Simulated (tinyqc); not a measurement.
Worked calculation: plane-wave Kohn-Sham cycle with exchange-only LDA in a layered model solid. Computed by tinyqc, a small Python program that keeps every step. Settings: points = 16, plane-wave index or count = 2, electrons = 2, k points = 4, area = 24.0, mixing = 0.5, iteration cap = 72. Command: `OMP_NUM_THREADS=1 python tinyqc.py 22157 22158 out.jsonl` (the two numbers bound the seeds that draw the settings). One thread of a shared host (Intel(R) Xeon(R) Processor @ 2.60GHz), about 0.01 s of CPU time with the checks. Later iterations appear only in the table of the cycle.

## Iteration 1: potential

A solid whose potential varies along x alone (atomic units):
```
parameter,value
period a,13.100000
cross-section of the cell,24.000000
electrons per cell,2
grid points,16
"plane waves -n..n, n",2
k points,4
V1 in V1 cos(2 pi x/a),-0.600000
V2 in V2 cos(4 pi x/a),-0.290000
```

density at the start, on the grid x_j = j a/N (e/bohr^3): 0.006361  0.006361  0.006361  0.006361  0.006361  0.006361  0.006361  0.006361  0.006361  0.006361  0.006361  0.006361  0.006361  0.006361  0.006361  0.006361

V_H(G) = 4 pi rho(G)/G^2 for G != 0 (uniform background); v_x = -(3 rho/pi)^(1/3); V = V_ext + V_H + v_x; Fourier components f(G_m) = (1/N) sum_j f(x_j) exp(-i G_m x_j).

Potentials on the grid (hartree):
```
x,V_ext,V_H,v_x,V
0.0000,-0.8900,0.0000,-0.1825,-1.0725
0.8187,-0.7594,0.0000,-0.1825,-0.9419
1.6375,-0.4243,0.0000,-0.1825,-0.6067
2.4562,-0.0245,0.0000,-0.1825,-0.2070
3.2750,0.2900,0.0000,-0.1825,0.1075
4.0938,0.4347,0.0000,-0.1825,0.2522
4.9125,0.4243,0.0000,-0.1825,0.2418
5.7313,0.3493,0.0000,-0.1825,0.1668
6.5500,0.3100,0.0000,-0.1825,0.1275
7.3688,0.3493,0.0000,-0.1825,0.1668
8.1875,0.4243,0.0000,-0.1825,0.2418
9.0062,0.4347,0.0000,-0.1825,0.2522
9.8250,0.2900,0.0000,-0.1825,0.1075
10.6438,-0.0245,0.0000,-0.1825,-0.2070
11.4625,-0.4243,0.0000,-0.1825,-0.6067
12.2812,-0.7594,0.0000,-0.1825,-0.9419
```

V(G_m), m = 0, 1, 2, ... (hartree): -0.1825  -0.3000  -0.1450  0.0000  0.0000

## Iteration 1: Hamiltonian at one k

k = 0.1250 2 pi / a

H(m,m') = (k + G_m)^2/2 delta + V(G_m - G_m'), with V(-G) = V(G).

H (hartree):
```
,-2,-1,+0,+1,+2
-2,0.2219,-0.3000,-0.1450,0.0000,0.0000
-1,-0.3000,-0.0944,-0.3000,-0.1450,0.0000
+0,-0.1450,-0.3000,-0.1807,-0.3000,-0.1450
+1,0.0000,-0.1450,-0.3000,-0.0369,-0.3000
+2,0.0000,0.0000,-0.1450,-0.3000,0.3369
```

## Iteration 1: levels at that k

Diagonalise the Hermitian matrix.

eigenvalues (hartree): -0.7471  -0.1378  0.2136  0.3977  0.5205

## Iteration 1: new density

Motion across x is left out: the lowest 1 band(s) hold two electrons at each of the k points (j + 1/2)/nk - 1/2. Residual R = rho(out) - rho(in); rho(new) = rho(in) + 0.5 R. rho(out) = 2/(a A nk) sum |psi|^2 with psi = sum c exp(i G x). Harris energy E = band energy - dV sum rho (V_H/2 + v_x) + (3/4) dV sum rho v_x with rho(in), dV = a A/N, band energy = (2/nk) sum of the filled levels.

rho(out) (e/bohr^3): 0.027613  0.022325  0.011326  0.003045  0.000236  0.000045  0.000023  0.000030  0.000107  0.000030  0.000023  0.000045  0.000236  0.003045  0.011326  0.022325

density after iteration 1 (e/bohr^3): 0.016987  0.014343  0.008844  0.004703  0.003299  0.003203  0.003192  0.003196  0.003234  0.003196  0.003192  0.003203  0.003299  0.004703  0.008844  0.014343

energy per cell = -1.398377 hartree

## Iteration 2: potential

As before.

Potentials on the grid (hartree):
```
x,V_ext,V_H,v_x,V
0.0000,-0.8900,0.3534,-0.2531,-0.7897
0.8187,-0.7594,0.3106,-0.2393,-0.6881
1.6375,-0.4243,0.2026,-0.2036,-0.4253
2.4562,-0.0245,0.0727,-0.1650,-0.1169
3.2750,0.2900,-0.0453,-0.1466,0.0981
4.0938,0.4347,-0.1385,-0.1452,0.1511
4.9125,0.4243,-0.2050,-0.1450,0.0743
5.7313,0.3493,-0.2448,-0.1451,-0.0406
6.5500,0.3100,-0.2580,-0.1456,-0.0937
7.3688,0.3493,-0.2448,-0.1451,-0.0406
8.1875,0.4243,-0.2050,-0.1450,0.0743
9.0062,0.4347,-0.1385,-0.1452,0.1511
9.8250,0.2900,-0.0453,-0.1466,0.0981
10.6438,-0.0245,0.0727,-0.1650,-0.1169
11.4625,-0.4243,0.2026,-0.2036,-0.4253
12.2812,-0.7594,0.3106,-0.2393,-0.6881
```

V(G_m), m = 0, 1, 2, ... (hartree): -0.1736  -0.1752  -0.1349  0.0006  0.0009

## Iteration 2: Hamiltonian at one k

k = 0.1250 2 pi / a

As before.

H (hartree):
```
,-2,-1,+0,+1,+2
-2,0.2307,-0.1752,-0.1349,0.0006,0.0009
-1,-0.1752,-0.0856,-0.1752,-0.1349,0.0006
+0,-0.1349,-0.1752,-0.1718,-0.1752,-0.1349
+1,0.0006,-0.1349,-0.1752,-0.0281,-0.1752
+2,0.0009,0.0006,-0.1349,-0.1752,0.3458
```

## Iteration 2: levels at that k

As before.

eigenvalues (hartree): -0.5143  -0.0248  0.0679  0.3307  0.4316

## Iteration 2: new density

As before.

rho(out) (e/bohr^3): 0.026878  0.021941  0.011542  0.003440  0.000401  0.000022  0.000004  0.000043  0.000118  0.000043  0.000004  0.000022  0.000401  0.003440  0.011542  0.021941

density after iteration 2 (e/bohr^3): 0.021933  0.018142  0.010193  0.004071  0.001850  0.001612  0.001598  0.001619  0.001676  0.001619  0.001598  0.001612  0.001850  0.004071  0.010193  0.018142

energy per cell = -1.064724 hartree

## Convergence

Stop when sqrt(dV sum R^2) is below 1e-8, dV = a A/N.

Course of the cycle:
```
iteration,E (hartree),norm of the residual
1,-1.398377,1.65e-01
2,-1.064724,7.90e-02
3,-0.986249,3.65e-02
4,-0.970070,1.63e-02
5,-0.967193,7.14e-03
6,-0.966782,3.19e-03
7,-0.966749,1.48e-03
8,-0.966756,7.16e-04
9,-0.966760,3.59e-04
10,-0.966762,1.84e-04
11,-0.966763,9.60e-05
...,...,...
16,-0.966763,3.95e-06
17,-0.966763,2.09e-06
18,-0.966763,1.11e-06
19,-0.966763,5.90e-07
20,-0.966763,3.13e-07
21,-0.966763,1.66e-07
22,-0.966763,8.83e-08
23,-0.966763,4.69e-08
24,-0.966763,2.49e-08
25,-0.966763,1.32e-08
26,-0.966763,7.03e-09
```

Converged in 26 iterations. Before convergence this energy mixes input and output and is not variational, so it may rise towards its limit.
